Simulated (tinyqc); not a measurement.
Worked calculation: plane-wave Kohn-Sham cycle with exchange-only LDA in a layered model solid. One step of it, computed by the program tinyqc.

Question. Iteration 2: levels at that k. Diagonalise the Hermitian matrix.

H (hartree), order -3, -2, -1, +0, +1, +2, +3:
```
[[0.956000, -0.188468, -0.091441, -0.001073, 0.000101, 0.000435, 0.000179],
 [-0.188468, 0.315598, -0.188468, -0.091441, -0.001073, 0.000101, 0.000435],
 [-0.091441, -0.188468, -0.055161, -0.188468, -0.091441, -0.001073, 0.000101],
 [-0.001073, -0.091441, -0.188468, -0.156277, -0.188468, -0.091441, -0.001073],
 [0.000101, -0.001073, -0.091441, -0.188468, 0.012250, -0.188468, -0.091441],
 [0.000435, 0.000101, -0.001073, -0.091441, -0.188468, 0.450419, -0.188468],
 [0.000179, 0.000435, 0.000101, -0.001073, -0.091441, -0.188468, 1.158232]]
```

Give: eigenvalues.

Answer.

eigenvalues (hartree): [-0.4718, -0.0459, 0.1207, 0.3665, 0.4945, 1.0096, 1.2075]
